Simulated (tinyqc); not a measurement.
Worked calculation: plane-wave Kohn-Sham cycle with exchange-only LDA in a layered model solid. Computed by tinyqc, a small Python program that keeps every step. Settings: points = 16, plane-wave index or count = 3, electrons = 2, k points = 3, area = 14.0, mixing = 1.0, iteration cap = 61. Command: `OMP_NUM_THREADS=1 python tinyqc.py 26967 26968 out.jsonl` (the two numbers bound the seeds that draw the settings). One thread of a shared host (Intel(R) Xeon(R) Processor @ 2.60GHz), about 0.02 s of CPU time with the checks. Later iterations appear only in the table of the cycle.

## Iteration 1: potential

A solid whose potential varies along x alone (atomic units):

| parameter | value |
|---|---|
| period a | 14.900000 |
| cross-section of the cell | 14.000000 |
| electrons per cell | 2 |
| grid points | 16 |
| plane waves -n..n, n | 3 |
| k points | 3 |
| V1 in V1 cos(2 pi x/a) | -0.270000 |

density at the start, on the grid x_j = j a/N (e/bohr^3): 0.0095877  0.0095877  0.0095877  0.0095877  0.0095877  0.0095877  0.0095877  0.0095877  0.0095877  0.0095877  0.0095877  0.0095877  0.0095877  0.0095877  0.0095877  0.0095877

V_H(G) = 4 pi rho(G)/G^2 for G != 0 (uniform background); v_x = -(3 rho/pi)^(1/3); V = V_ext + V_H + v_x; Fourier components f(G_m) = (1/N) sum_j f(x_j) exp(-i G_m x_j).

Potentials on the grid (hartree):

| x | V_ext | V_H | v_x | V |
|---|---|---|---|---|
| 0.00000 | -0.27000 | 0.00000 | -0.20920 | -0.47920 |
| 0.93125 | -0.24945 | 0.00000 | -0.20920 | -0.45865 |
| 1.86250 | -0.19092 | 0.00000 | -0.20920 | -0.40012 |
| 2.79375 | -0.10332 | 0.00000 | -0.20920 | -0.31252 |
| 3.72500 | 0 | 0.00000 | -0.20920 | -0.20920 |
| 4.65625 | 0.10332 | 0.00000 | -0.20920 | -0.10588 |
| 5.58750 | 0.19092 | 0.00000 | -0.20920 | -0.01828 |
| 6.51875 | 0.24945 | 0.00000 | -0.20920 | 0.04025 |
| 7.45000 | 0.27000 | 0.00000 | -0.20920 | 0.06080 |
| 8.38125 | 0.24945 | 0.00000 | -0.20920 | 0.04025 |
| 9.31250 | 0.19092 | 0.00000 | -0.20920 | -0.01828 |
| 10.24375 | 0.10332 | 0.00000 | -0.20920 | -0.10588 |
| 11.17500 | 0 | 0.00000 | -0.20920 | -0.20920 |
| 12.10625 | -0.10332 | 0.00000 | -0.20920 | -0.31252 |
| 13.03750 | -0.19092 | 0.00000 | -0.20920 | -0.40012 |
| 13.96875 | -0.24945 | 0.00000 | -0.20920 | -0.45865 |

V(G_m), m = 0, 1, 2, ... (hartree): -0.20920  -0.13500  0.00000  0.00000  0.00000  0.00000  0.00000

## Iteration 1: Hamiltonian at one k

k = 0.00000 2 pi / a

H(m,m') = (k + G_m)^2/2 delta + V(G_m - G_m'), with V(-G) = V(G).

H (hartree):
```
          -3        -2        -1        +0        +1        +2        +3
-3   0.59100  -0.13500   0.00000   0.00000   0.00000   0.00000   0.00000
-2  -0.13500   0.14645  -0.13500   0.00000   0.00000   0.00000   0.00000
-1   0.00000  -0.13500  -0.12029  -0.13500   0.00000   0.00000   0.00000
+0   0.00000   0.00000  -0.13500  -0.20920  -0.13500   0.00000   0.00000
+1   0.00000   0.00000   0.00000  -0.13500  -0.12029  -0.13500   0.00000
+2   0.00000   0.00000   0.00000   0.00000  -0.13500   0.14645  -0.13500
+3   0.00000   0.00000   0.00000   0.00000   0.00000  -0.13500   0.59100
```

## Iteration 1: levels at that k

Diagonalise the Hermitian matrix.

eigenvalues (hartree): -0.37558  -0.18040  -0.03357  0.16692  0.18637  0.63063  0.63075

## Iteration 1: new density

Motion across x is left out: the lowest 1 band(s) hold two electrons at each of the k points (j + 1/2)/nk - 1/2. Residual R = rho(out) - rho(in); rho(new) = rho(in) + 1 R. rho(out) = 2/(a A nk) sum |psi|^2 with psi = sum c exp(i G x). Harris energy E = band energy - dV sum rho (V_H/2 + v_x) + (3/4) dV sum rho v_x with rho(in), dV = a A/N, band energy = (2/nk) sum of the filled levels.

rho(out) (e/bohr^3): 0.0359541  0.0301846  0.0178875  0.0075558  0.0023549  0.0005861  0.0001281  0.0000244  0.0000067  0.0000244  0.0001281  0.0005861  0.0023549  0.0075558  0.0178875  0.0301846

density after iteration 1 (e/bohr^3): 0.0359541  0.0301846  0.0178875  0.0075558  0.0023549  0.0005861  0.0001281  0.0000244  0.0000067  0.0000244  0.0001281  0.0005861  0.0023549  0.0075558  0.0178875  0.0301846

energy per cell = -0.6464475 hartree

## Iteration 2: potential

As before.

Potentials on the grid (hartree):

| x | V_ext | V_H | v_x | V |
|---|---|---|---|---|
| 0.00000 | -0.27000 | 1.24017 | -0.32502 | 0.64516 |
| 0.93125 | -0.24945 | 1.10202 | -0.30661 | 0.54597 |
| 1.86250 | -0.19092 | 0.74551 | -0.25754 | 0.29705 |
| 2.79375 | -0.10332 | 0.29644 | -0.19323 | -0.00012 |
| 3.72500 | 0 | -0.13538 | -0.13101 | -0.26639 |
| 4.65625 | 0.10332 | -0.49149 | -0.08241 | -0.47058 |
| 5.58750 | 0.19092 | -0.75063 | -0.04964 | -0.60935 |
| 6.51875 | 0.24945 | -0.90697 | -0.02856 | -0.68609 |
| 7.45000 | 0.27000 | -0.95917 | -0.01853 | -0.70770 |
| 8.38125 | 0.24945 | -0.90697 | -0.02856 | -0.68609 |
| 9.31250 | 0.19092 | -0.75063 | -0.04964 | -0.60935 |
| 10.24375 | 0.10332 | -0.49149 | -0.08241 | -0.47058 |
| 11.17500 | 0 | -0.13538 | -0.13101 | -0.26639 |
| 12.10625 | -0.10332 | 0.29644 | -0.19323 | -0.00012 |
| 13.03750 | -0.19092 | 0.74551 | -0.25754 | 0.29705 |
| 13.96875 | -0.24945 | 1.10202 | -0.30661 | 0.54597 |

V(G_m), m = 0, 1, 2, ... (hartree): -0.15260  0.32946  0.05861  0.00904  0.00183  -0.00017  0.00017

## Iteration 2: Hamiltonian at one k

k = 0.00000 2 pi / a

As before.

H (hartree):
```
          -3        -2        -1        +0        +1        +2        +3
-3   0.64760   0.32946   0.05861   0.00904   0.00183  -0.00017   0.00017
-2   0.32946   0.20305   0.32946   0.05861   0.00904   0.00183  -0.00017
-1   0.05861   0.32946  -0.06369   0.32946   0.05861   0.00904   0.00183
+0   0.00904   0.05861   0.32946  -0.15260   0.32946   0.05861   0.00904
+1   0.00183   0.00904   0.05861   0.32946  -0.06369   0.32946   0.05861
+2  -0.00017   0.00183   0.00904   0.05861   0.32946   0.20305   0.32946
+3   0.00017  -0.00017   0.00183   0.00904   0.05861   0.32946   0.64760
```

## Iteration 2: levels at that k

As before.

eigenvalues (hartree): -0.58756  -0.33759  -0.07693  0.19750  0.44388  0.86645  0.91559

## Iteration 2: new density

As before.

rho(out) (e/bohr^3): 0.0000000  0.0000014  0.0000163  0.0001609  0.0012153  0.0058077  0.0171800  0.0323810  0.0398785  0.0323810  0.0171800  0.0058077  0.0012153  0.0001609  0.0000163  0.0000014

density after iteration 2 (e/bohr^3): 0.0000000  0.0000014  0.0000163  0.0001609  0.0012153  0.0058077  0.0171800  0.0323810  0.0398785  0.0323810  0.0171800  0.0058077  0.0012153  0.0001609  0.0000163  0.0000014

energy per cell = -1.9526636 hartree

## Convergence

Stop when sqrt(dV sum R^2) is below 1e-8, dV = a A/N.

Course of the cycle:

| iteration | E (hartree) | norm of the residual |
|---|---|---|
| 1 | -0.6464475 | 1.77e-01 |
| 2 | -1.9526636 | 3.27e-01 |
| 3 | -3.0297883 | 3.54e-01 |
| 4 | -2.3339028 | 3.57e-01 |
| 5 | -3.0878888 | 3.58e-01 |
| 6 | -2.3371839 | 3.58e-01 |
| 7 | -3.0883482 | 3.58e-01 |
| 8 | -2.3372159 | 3.58e-01 |
| 9 | -3.0883525 | 3.58e-01 |
| 10 | -2.3372162 | 3.58e-01 |
| 11 | -3.0883526 | 3.58e-01 |
| ... | ... | ... |
| 51 | -3.0883526 | 3.58e-01 |
| 52 | -2.3372162 | 3.58e-01 |
| 53 | -3.0883526 | 3.58e-01 |
| 54 | -2.3372162 | 3.58e-01 |
| 55 | -3.0883526 | 3.58e-01 |
| 56 | -2.3372162 | 3.58e-01 |
| 57 | -3.0883526 | 3.58e-01 |
| 58 | -2.3372162 | 3.58e-01 |
| 59 | -3.0883526 | 3.58e-01 |
| 60 | -2.3372162 | 3.58e-01 |
| 61 | -3.0883526 | 3.58e-01 |

Not converged within 61 iterations: the residual has stopped falling: the iteration swings between two states. Reruns (cap 100 unless said): mixing 0.1: not converged; mixing 0.5, Kerker q0 1.0: converged in 48 (E = -0.35781); mixing 0.3, Pulay depth 5: converged in 35 (E = -0.35781); the original settings with a cap of 400: not converged.
